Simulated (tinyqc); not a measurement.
# Six-transistor SRAM cell, nodal equations and margins: effects of single changes

Two cross-coupled inverters (pull-down bn, pull-up bp) hold the nodes Q and QB; access transistors (ba, threshold VTn, gate on the word line at Vdd when selected) join them to the bit lines. Transistor (EKV form, voltages against the body): I = 2 n b Vt^2 [F(vp - Vs) - F(vp - Vd)] from drain to source, F(v) = ln^2(1 + exp(v/(2 Vt))), vp = (Vg - VT + sg |Vd - Vs|)/n. n-channel bodies are at 0; for the p-channel device all voltages are counted down from Vdd. b in uA/V^2 gives I in uA. For an access transistor the bit line is the drain and the node the source. In a read both bit lines are at Vdd. The cell is symmetric (no mismatch).

Parameters, values chosen for the exercise: temperature T = 250 K; supply voltage Vdd = 0.75 V; slope factor n = 1.44; drain-induced barrier lowering sg = 0.069; n-channel threshold VTn = 0.41 V; p-channel threshold (magnitude) VTp = 0.38 V; gain factor of the pull-down transistor bn = 190 uA/V^2; gain factor of the access transistor ba = 130 uA/V^2; gain factor of the pull-up transistor bp = 100 uA/V^2.

Constants: q = 1.602176634e-19 C, kB = 1.380649e-23 J/K, Vt = kB T/q. Results are converted to the units shown.

Each table varies one quantity; the others keep the values above.

## Effect of the supply voltage

f(x) is the node voltage of one half-cell for input x: In = Ip in hold, In = Ip + Ia in a read. Static noise margin: side of the largest square between the curve (x, f(x)) and its mirror image (f(y), y); with h(c) the root x of f(x) - x = c, it is the maximum over c > 0 of h(c) - h(-c) + c. Q is the low node in a read and Iread the current of its access transistor. The write trip is the voltage to which the bit line of the high node must fall (the other staying at Vdd) for that state to vanish; higher is easier, and a negative value means that a grounded bit line does not write.

Effect of the supply voltage:
```
Vdd (V)  hold margin (mV)  read margin (mV)  Q in a read (mV)  Iread (uA)  write trip (mV)
0.4                 160.9             98.69             22.68     0.05608            33.79
0.5                 206.6             124.8             31.14      0.3916            48.89
0.6                 251.3             150.9             44.03       1.292            68.45
0.7                 294.0             176.9             59.64       2.808            90.61
0.85                352.0             213.0             84.97       6.199            126.0
1                   401.4             243.1             110.9       10.91            162.6
```

Read the table: what changes, and by how much?

As Vdd goes from 0.4 to 1 V, the read margin rises from 98.7 to 243 mV, the write trip rises from 33.8 to 163 mV and Iread rises from 0.0561 to 10.9 uA. The read margin is 0.61 of the hold margin in the first row and 0.61 in the last. At Vdd = 0.4 V the read margin is under 100 mV, which threshold mismatch, left out here, can use up in a large array.

## Effect of the gain factor of the pull-up transistor

Same model as above.

Result of one run:
```
bp (uA/V^2)  hold margin (mV)  read margin (mV)  Q in a read (mV)  Iread (uA)  write trip (mV)
190                     312.5             198.1             67.94       3.791            44.09
```

What becomes of these results when the gain factor of the pull-up transistor bp is changed from 190 to 130 uA/V^2, all else the same?

Result of the changed run:
```
bp (uA/V^2)  hold margin (mV)  read margin (mV)  Q in a read (mV)  Iread (uA)  write trip (mV)
130                     313.9             193.0             67.94       3.791            80.55
```

The whole series:
```
bp (uA/V^2)  hold margin (mV)  read margin (mV)  Q in a read (mV)  Iread (uA)  write trip (mV)
32                      309.1             173.6             67.94       3.791            172.4
45                      311.7             178.4             67.94       3.791            154.6
65                      313.5             183.5             67.94       3.791            132.7
93                      314.3             188.5             67.94       3.791            107.8
130                     313.9             193.0             67.94       3.791            80.55
190                     312.5             198.1             67.94       3.791            44.09
```

As bp goes from 32 to 190 uA/V^2, the read margin rises from 174 to 198 mV, the write trip falls from 172 to 44.1 mV and Iread stays near 3.79 uA. The read margin is 0.56 of the hold margin in the first row and 0.63 in the last. Read stability and write ability pull in opposite directions.

Program tinyqc, `OMP_NUM_THREADS=1 python tinyqc.py 2340090 2340091 out.jsonl`; Intel Xeon 2.30GHz, shared host, one thread, about 0.1 s.
